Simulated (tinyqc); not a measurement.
Inside a calculation. Method: MP2 on RHF in the sto-3g basis, frozen core, for BeH2, spin multiplicity 1. One step of it, computed by the program tinyqc.

Task: Iteration 7 (converged): orbitals. Diagonalise F' = X^T F X, C = X C', fill 3 alpha and 3 beta electrons from the bottom; D = 2 C_occ C_occ^T. Each column has its largest component positive (the first on a tie).

converged F (hartree), order 1Be 1s, 1Be 2s, 1Be 2px, 1Be 2py, 1Be 2pz, 2H 1s, 3H 1s:
$$\begin{pmatrix}
-4.531550 & -1.289992 & 0.000000 & 0.000000 & 0.001219 & -0.206701 & -0.206701 \\
-1.289992 & -0.591278 & 0.000000 & 0.000000 & -0.008587 & -0.331576 & -0.331576 \\
0.000000 & 0.000000 & 0.213707 & 0.000000 & 0.000000 & 0.000000 & 0.000000 \\
0.000000 & 0.000000 & 0.000000 & -0.138030 & 0.000000 & -0.298518 & 0.298518 \\
0.001219 & -0.008587 & 0.000000 & 0.000000 & 0.213105 & -0.012208 & -0.012208 \\
-0.206701 & -0.331576 & 0.000000 & -0.298518 & -0.012208 & -0.226781 & -0.012755 \\
-0.206701 & -0.331576 & 0.000000 & 0.298518 & -0.012208 & -0.012755 & -0.226781
\end{pmatrix}$$

X, order 1Be 1s, 1Be 2s, 1Be 2px, 1Be 2py, 1Be 2pz, 2H 1s, 3H 1s:
$$\begin{pmatrix}
1.028527 & -0.150272 & 0.000000 & 0.000000 & -0.000928 & 0.020890 & 0.020890 \\
-0.150272 & 1.156311 & 0.000000 & 0.000000 & 0.008209 & -0.223454 & -0.223454 \\
0.000000 & 0.000000 & 1.000000 & 0.000000 & 0.000000 & 0.000000 & 0.000000 \\
0.000000 & 0.000000 & 0.000000 & 1.219156 & 0.000000 & -0.310571 & 0.310571 \\
-0.000928 & 0.008209 & 0.000000 & 0.000000 & 1.000519 & -0.014203 & -0.014203 \\
0.020890 & -0.223454 & 0.000000 & -0.310571 & -0.014203 & 1.172746 & -0.055139 \\
0.020890 & -0.223454 & 0.000000 & 0.310571 & -0.014203 & -0.055139 & 1.172746
\end{pmatrix}$$

Give: F' = X^T F X; orbital energies; coefficients C; D after iteration 7.

Result:

F' = X^T F X (hartree):
$$\begin{pmatrix}
-4.4222 & -0.6999 & 0.0000 & 0.0000 & 0.0005 & -0.0013 & -0.0013 \\
-0.6999 & -0.1537 & 0.0000 & 0.0000 & 0.0034 & -0.2727 & -0.2727 \\
0.0000 & 0.0000 & 0.2137 & 0.0000 & 0.0000 & 0.0000 & 0.0000 \\
0.0000 & 0.0000 & 0.0000 & 0.2057 & 0.0000 & -0.3706 & 0.3706 \\
0.0005 & 0.0034 & 0.0000 & 0.0000 & 0.2139 & -0.0151 & -0.0151 \\
-0.0013 & -0.2727 & 0.0000 & -0.3706 & -0.0151 & 0.0403 & -0.0657 \\
-0.0013 & -0.2727 & 0.0000 & 0.3706 & -0.0151 & -0.0657 & 0.0403
\end{pmatrix}$$

orbital energies (hartree): MO1 -4.5349, MO2 -0.4140, MO3 -0.3706, MO4 0.2119, MO5 0.2137, MO6 0.3496, MO7 0.6823

coefficients C, order 1Be 1s, 1Be 2s, 1Be 2px, 1Be 2py, 1Be 2pz, 2H 1s, 3H 1s:
$$\begin{pmatrix}
0.9919 & -0.2119 & 0.0000 & 0.0329 & 0.0000 & -0.2269 & 0.0000 \\
0.0310 & 0.6118 & 0.0000 & -0.1378 & 0.0000 & 1.0322 & 0.0000 \\
0.0000 & 0.0000 & 0.0000 & 0.0000 & 1.0000 & 0.0000 & 0.0000 \\
0.0000 & 0.0000 & 0.4953 & 0.0000 & 0.0000 & 0.0000 & 1.1975 \\
0.0000 & 0.0118 & 0.0000 & 0.9896 & 0.0000 & 0.1486 & 0.0000 \\
-0.0038 & 0.3924 & 0.4334 & 0.0709 & 0.0000 & -0.7184 & -0.8139 \\
-0.0038 & 0.3924 & -0.4334 & 0.0709 & 0.0000 & -0.7184 & 0.8139
\end{pmatrix}$$

D after iteration 7, order 1Be 1s, 1Be 2s, 1Be 2px, 1Be 2py, 1Be 2pz, 2H 1s, 3H 1s:
$$\begin{pmatrix}
2.0575 & -0.1978 & 0.0000 & 0.0000 & -0.0051 & -0.1739 & -0.1739 \\
-0.1978 & 0.7504 & 0.0000 & 0.0000 & 0.0144 & 0.4798 & 0.4798 \\
0.0000 & 0.0000 & 0.0000 & 0.0000 & 0.0000 & 0.0000 & 0.0000 \\
0.0000 & 0.0000 & 0.0000 & 0.4907 & 0.0000 & 0.4293 & -0.4293 \\
-0.0051 & 0.0144 & 0.0000 & 0.0000 & 0.0003 & 0.0093 & 0.0093 \\
-0.1739 & 0.4798 & 0.0000 & 0.4293 & 0.0093 & 0.6835 & -0.0677 \\
-0.1739 & 0.4798 & 0.0000 & -0.4293 & 0.0093 & -0.0677 & 0.6835
\end{pmatrix}$$
